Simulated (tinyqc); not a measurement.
Bandgap voltage reference from two bipolar transistors: two steps of the calculation.

Two transistors of area 1 and N carry the same current I. Is(T) = Is (T/T0)^eta exp[(Vg0 q/kB)(1/T0 - 1/T)], VBE1 = Vt ln(I/Is(T)) + I rb, VBE2 = Vt ln(I/(N Is(T))) + I rb/N. The amplifier forces I R1(T) = VBE1 - VBE2 + Vos, with R(T) = R (1 + tc (T - T0)) for both resistors, and the output is Vref = VBE1 + I R2(T). Base currents and the Early effect are neglected.

Parameters, values chosen for the exercise; values of the order met in silicon bipolar transistors: reference temperature T0 = 300 K; band-gap voltage extrapolated to 0 K Vg0 = 1.208 V; temperature exponent of the saturation current eta = 4.3; saturation current of the unit transistor at T0 Is = 3.6e-16 A; area ratio of the second transistor N = 4; resistor across which the difference of VBE falls, at T0 R1 = 4.6 kohm; temperature coefficient of both resistors tc = 0 ppm/K; offset of the amplifier Vos = 2.2 mV; series resistance of the unit transistor rb = 0 ohm; output resistor at T0 R2 = 82.68 kohm; temperature T = 398 K.

Constants: q = 1.602176634e-19 C, kB = 1.380649e-23 J/K. Results are converted to the units shown.

Problem 1. Operating point at another temperature. Vt = kB T/q; I = (Vt ln N + Vos)/(R1(T) - rb (1 - 1/N)).

Give: Vt; I; Is(T); VBE1; I R2; Vref.

Solution 1.

Vt = 0.03430 V
I = 10.81 uA
Is(T) = 1.205e-10 A
VBE1 = 0.3911 V
I R2 = 0.8941 V
Vref = 1.285 V

From T0 to T, VBE1 changes by -226 mV and I R2 by 210 mV, which leaves -15.2 mV in Vref.

Problem 2. Resistor for zero slope at T0, ideal case. With tc = 0, Vos = 0 and rb = 0 the current is proportional to T, dVBE/dT = (VBE - Vg0 - (eta - 1) Vt)/T, and Vref has zero slope at T0 when Vref = Vg0 + (eta - 1) Vt0. Find VBE1, its slope, that Vref, R2/R1 and the curvature d2Vref/dT2 = -(eta - 1) kB/(q T0).

Find: VBE1; dVBE/dT; Vref; R2/R1; curvature.

Solution 2.

VBE1 = 0.6152 V
dVBE/dT = -2.260 mV/K
Vref = 1.293 V
R2/R1 = 18.92
curvature = -0.9479 uV/K^2

Program tinyqc, `OMP_NUM_THREADS=1 python tinyqc.py 2062109 2062110 out.jsonl`; Intel Xeon 2.30GHz, shared host, one thread, about 0.02 s.
